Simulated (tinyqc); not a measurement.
# Tail temperature from the power law

Inverse problem. When tail states hold most of the charge, the linear current goes as I = A (Vg - VT)^g with g = 2 Tt/T - 1. Find g, Tt and the tail width kB Tt.

Inputs (values chosen for the exercise):
- T = 300 K (temperature)

Constants: q = 1.602176634e-19 C, kB = 1.380649e-23 J/K, Vt = kB T/q. Results are converted to the units shown.

I at Vg - VT = 3.4 and 5.1 V (nA): 4.4208522  8.9275202

Solution. g is the slope of ln I against ln(Vg - VT).

g = 1.73
Tt = 410 K
kB Tt = 35.3 meV

Computed by the program tinyqc: `OMP_NUM_THREADS=1 python tinyqc.py 2610060 2610061 out.jsonl`, one thread of a shared Intel Xeon 2.30GHz, about 0.02 s for the whole run.
